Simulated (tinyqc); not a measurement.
Surface potential of a MOS transistor: implicit equation and explicit approximations: one step of the calculation.

p-type body, charge-sheet picture, depletion and inversion only, full ionisation (an idealisation for deep acceptors), Boltzmann statistics (rough once Na exp(x - xn) passes about Nc/7). In units of Vt: xg = (Vg - Vfb)/Vt, x = psi/Vt, G = gamma/sqrt(Vt), xn = (2 phiF + Vc)/Vt. The implicit equation is (xg - x)^2 = G^2 [x - 1 + exp(x - xn)] for x above about 3. Cox = eps0 eox/tox.

Task. Explicit approximation. Depletion value a = 1 + [sqrt(G^2/4 + xg - 1) - G/2]^2; inversion value b = xn + ln[(xg - xn)^2/G^2 - xn + 1] and first guess y = min(a, b) - ln(1 + exp(-|a - b|)) if a > xn + 1, else b = y = a; one second-order correction with D = exp(y - xn), p = 2 (xg - y) + G^2 (1 + D), w = (xg - y)^2 - G^2 (y - 1 + D): z = y + 2 w/(p + sqrt(p^2 - 2 (2 - G^2 D) w)), or the Newton step z = y + w/p where the root is not real.

G = 18.748398
xn = 46.322724
xg = 187.52901

Wanted: a; b; y; p; w; z.

Result.

a = 52.71
b = 48.76
y = 48.74
p = 4562
w = -1450
z = 48.36

The root of the implicit equation is x = 48.3675; y misses it by 0.37 and z by -0.0098, in units of Vt.

Program tinyqc, `OMP_NUM_THREADS=1 python tinyqc.py 2122093 2122094 out.jsonl`; Intel Xeon 2.30GHz, shared host, one thread, about 0.01 s.
